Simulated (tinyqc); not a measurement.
# From alpha_1 back to first-pair interaction V1

Model: cluster expansion of a binary alloy: correlations, fit, cross-validation and ground states. Computed by tinyqc, a small Python program. Command: `OMP_NUM_THREADS=1 python tinyqc.py 3011592 3011593 out.jsonl clex inv`. One thread of a shared host (Intel(R) Xeon(R) Processor @ 2.30GHz), about 0.3 s of CPU time with the checks.

s = +1 for A and -1 for B. Energy per site E = J0 + J1 P(point) + sum over clusters of m V P, with P the mean product of spins; V > 0 on a pair favours unlike neighbours. Clusters per site m: pair 1 6, pair 2 3, pair 3 12, triplet 8; the triplet is the triangle of first neighbours. Formation energies are counted from the line between pure A and pure B, which removes J0 and J1.

Inputs (values chosen for the exercise, for a model alloy):
```
quantity                    value  unit
second-pair interaction V2   -1.9   meV
third-pair interaction V3   -0.27   meV
triplet interaction Vt      0.026   meV
temperature T                 280     K
fraction x of B              0.29     -
```

Lattice: fcc.

Constants: k_B = 8.617333262e-05 eV/K.

Method. Random alloy: P(pair) = p^2, P(triplet) = p^3, p = 1 - 2x, so H_mix = (p^2 - 1) sum m V(pairs) + (p^3 - p) m Vt; G_mix = H_mix + k_B T [x ln x + (1 - x) ln(1 - x)]. To first order in 1/T the Warren-Cowley parameter of shell 1 is alpha_1 = -(1 - p^2) V_eff/(k_B T), V_eff = V1 + (number of triplets on a first-neighbour bond) p Vt, that number being 4.

Task: A run gave the result below. Find the first-pair interaction V1, known to lie between 3.6 and 10 meV.

alpha_1 = -0.1779289

Result:

Each step takes the trial c = (a f_b - b f_a)/(f_b - f_a), f being the result less the target and a, b, c the logarithms of the listed values; c replaces end b, the old b replaces a if the sign of f changed, and otherwise f_a is halved.

Scan of the range:
```
first-pair interaction V1 (meV)    alpha_1
3.60                             -0.124373
4.27                             -0.147243
5.06                             -0.174208
6.00                             -0.206294
7.11                             -0.244183
8.43                             -0.289239
10.00                            -0.342830
```

False position (Illinois rule, in the logarithm of the input) inside the bracket:
```
step    end a    end b    trial    alpha_1
1     5.06000  6.00000  5.16097  -0.177655
2     6.00000  5.16097  5.16842  -0.177909
3     6.00000  5.16842  5.16950  -0.177946
4     5.16842  5.16950  5.16900  -0.177929
5     5.16950  5.16900  5.16900  -0.177929
```

alpha_1 falls at every point of a 13-point scan of the range (every second point is shown), so one value fits; it is bracketed by 5.06 and 6.00. The scan shows a straight line, so linear interpolation between any two rows gives the answer at once. Answer: first-pair interaction V1 = 5.169 meV.

Caution: so large an alpha_1 is beyond the first-order expansion.
